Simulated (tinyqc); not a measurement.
Quaternary alloy A(x)B(1-x)C(y)D(1-y) matched to a substrate: one step. The gap by rule 2.

Q(x,y) = x y Q_AC + x (1 - y) Q_AD + (1 - x) y Q_BC + (1 - x)(1 - y) Q_BD for the lattice constant. Gap, rule 1: Q(x,y) - x (1 - x)[y C_ABC + (1 - y) C_ABD] - y (1 - y)[x C_ACD + (1 - x) C_BCD]. Rule 2 (mean of ternaries): {x (1 - x)[y T_ABC(x) + (1 - y) T_ABD(x)] + y (1 - y)[x T_ACD(y) + (1 - x) T_BCD(y)]}/{x (1 - x) + y (1 - y)}, T_ABC(x) = x E_AC + (1 - x) E_BC - C_ABC x (1 - x), T_ACD(y) = y E_AC + (1 - y) E_AD - C_ACD y (1 - y), and alike. Only the Gamma valley is followed.

Parameters, chosen for this exercise (out of a larger set: AC, AD, BC, BD near GaAs, GaSb, InAs and InSb; substrate near InAs; not measured data): Eg = (1.519, 0.819, 0.414, 0.231) eV (gaps at Gamma of AC, AD, BC, BD); Cb = (0.473, 0.386, 1.498, 0.595) eV (bowing of ABC, ABD, ACD, BCD); y = 0.77 (fraction of C).

x = 0.251360

Question. Give the four ternary gaps and their weighted mean.

Give: T_ABC, T_ABD, T_ACD, T_BCD; gap.

Answer.

T_ABC, T_ABD, T_ACD, T_BCD (eV): [0.6027, 0.3062, 1.0927, 0.2665]

gap = 0.5053 eV

Rule 2 lies 116 meV above rule 1: it averages the two bowing terms where rule 1 adds them. Both agree on the ternary edges.

Program tinyqc; command `OMP_NUM_THREADS=1 python tinyqc.py 1080772 1080773 out.jsonl`; about 0.01 s on one thread of a shared Intel(R) Xeon(R) Processor @ 2.30GHz.
